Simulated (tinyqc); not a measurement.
Well width from the intersubband spacing.

Problem. In an empty well of width L and depth Vb, level k solves kw L/2 = (k - 1) pi/2 + arctan(sqrt((mw/mb)(Vb - E)/E)) with kw = sqrt(mw E/C), C = hbar^2/(2 m0). Find L, E1 and E2 from the spacing.

Values chosen for this exercise; material values close to those of GaAs in AlGaAs: mass along z in the well mw = 0.0658 m0; mass along z in the barriers mb = 0.0942 m0; barrier height Vb = 0.254 eV.

Constants: q = 1.602176634e-19 C, hbar = 1.054571817e-34 J s, m0 = 9.1093837015e-31 kg, hbar^2/(2 m0) = 0.0380998212 eV nm^2. Results are converted to the units shown.

E2 - E1 = 69.528607 meV

Answer. Both levels are solved for trial widths until their difference matches. A second level is bound only for L above 4.74 nm, and over that range one width gives this spacing.

L = 12.0 nm
E1 = 23.4 meV
E2 = 92.9 meV

Numbers from tinyqc (`OMP_NUM_THREADS=1 python tinyqc.py 2140054 2140055 out.jsonl`; about 0.2 s on one thread of a shared Intel Xeon 2.30GHz).
